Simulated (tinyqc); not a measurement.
Worked calculation: two-band k.p model of the Delta valleys near the X point under shear strain. Values are carried at full precision from step to step, so a last printed digit may differ when a step is redone from the rounded ones.

Constants: hbar^2/2m0 = 3.80998211 eV angstrom^2.

Parameters, chosen for this exercise (near those of Si; shifted at random, so the results belong to these values and not to a real crystal):
```
symbol  value                   unit        meaning
a       5.417                   angstrom    lattice constant
ml      0.943                   m0          longitudinal mass
mt      0.192                   m0          transverse mass
kx0     0.15                    2 pi/a      distance of the minimum from X
D       13.4                    eV          shear deformation potential
Mp      0.225                   m0          coupling mass
exy     0.0042                              shear strain
k       (-0.053, 0.039, 0.239)  1/angstrom  wave vector from X
```

## Scales

k0 = kx0 2 pi/a; Delta = 2 c k0^2/ml with c = hbar^2/2m0, half the splitting of the two bands at k0; eta = D exy/Delta measures the shear coupling against it.

k0 = 0.17399 1/angstrom
Delta = 0.24461 eV
eta = 0.2301
splitting of the two bands at X, 2 |D exy| = 0.1126 eV

## The Hamiltonian at one k

Valley pair on the [001] axis, kz counted from the X point, c = hbar^2/2m0, k0 = kx0 2 pi/a. H = (c kz^2/ml + c (kx^2 + ky^2)/mt + c k0^2/ml) 1 + (2 c k0 kz/ml) sigma_z + (D exy - 2 c kx ky/Mp) sigma_x, so E = c kz^2/ml + c (kx^2 + ky^2)/mt + c k0^2/ml -/+ sqrt((2 c k0 kz/ml)^2 + (D exy - 2 c kx ky/Mp)^2). Without strain the lower band has its minima, E = 0, at kz = +/- k0. Shifts from diagonal strain are left out.

Fill in the 2 x 2 matrix (sigma_z diagonal) and give its levels.

H(k) (eV):
```
        1       2
1  0.7750  0.1263
2  0.1263  0.1030
```

levels (eV): 0.0801  0.7980

## Position, depth and masses of the minimum

For |eta| < 1: k_min = k0 sqrt(1 - eta^2), E_min = -Delta eta^2/2, ml(eta) = ml/(1 - eta^2), 1/m[110] = 1/mt + eta/Mp, 1/m[1-10] = 1/mt - eta/Mp. For |eta| > 1 the minimum sits at X: E_min = -Delta (2 |eta| - 1)/2, ml(eta) = ml/(1 - 1/|eta|), and eta is replaced by its sign in the transverse masses.

k_min = 0.1693 1/angstrom
E_min = -6.47 meV
ml(eta) = 0.996 m0

masses along [110] and [1-10] (m0): 0.1605  0.2389

The minimum has moved 2.7 % of the way to X; electrons are lighter along [110] (-16.4 % against mt) and heavier across (+24.4 %).

## The two bands along kz

kx = ky = 0, kz from 0 to 1.6 k0 in steps of 0.2 k0, with and without the strain.

Levels (eV):
```
kz/k0  kz (1/angstrom)    lower   upper  lower, no strain  upper, no strain
0.0             0.0000   0.0660  0.1786            0.1223            0.1223
0.2             0.0348   0.0526  0.2018            0.0783            0.1761
0.4             0.0696   0.0290  0.2547            0.0440            0.2397
0.6             0.1044   0.0091  0.3235            0.0196            0.3131
0.8             0.1392  -0.0030  0.4042            0.0049            0.3963
1.0             0.1740  -0.0064  0.4956            0.0000            0.4892
1.2             0.2088  -0.0005  0.5973            0.0049            0.5919
1.4             0.2436   0.0150  0.7091            0.0196            0.7045
1.6             0.2784   0.0400  0.8308            0.0440            0.8268
```

## Checks

- Depth of the minimum by numerical search against the closed form (eV): both -0.006475.
- Mass along [110] by finite differences against the closed form: both 0.1605.

tinyqc: `OMP_NUM_THREADS=1 python tinyqc.py 1080204 1080205 out.jsonl`; about 0.01 s, one thread, shared Intel(R) Xeon(R) Processor @ 2.30GHz.
